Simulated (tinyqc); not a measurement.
## Gain of the pnp from the holding current

Problem. On state with both base-emitter voltages at Von: npn base current Ib = (Von/Rs + bp Von/Rw)/(bn bp - 1), holding current Ih = (bn + 1) Ib + Von/Rs. Find bp.

Inputs (values chosen for the exercise):
```
symbol,value,unit,meaning
bn,4.2,,current gain of the npn
Rs,280,ohm,substrate resistance shunting the npn
Rw,810,ohm,well resistance shunting the pnp
Von,0.76,V,base-emitter voltage in the on state
```

Ih = 4.8427879 mA

Answer. Ih gives Ib, and Ib (bn bp - 1) = Von/Rs + bp Von/Rw is linear in bp.

bp = 4.000

Numbers from tinyqc (`OMP_NUM_THREADS=1 python tinyqc.py 2670014 2670015 out.jsonl`; about 0.04 s on one thread of a shared Intel Xeon 2.30GHz).
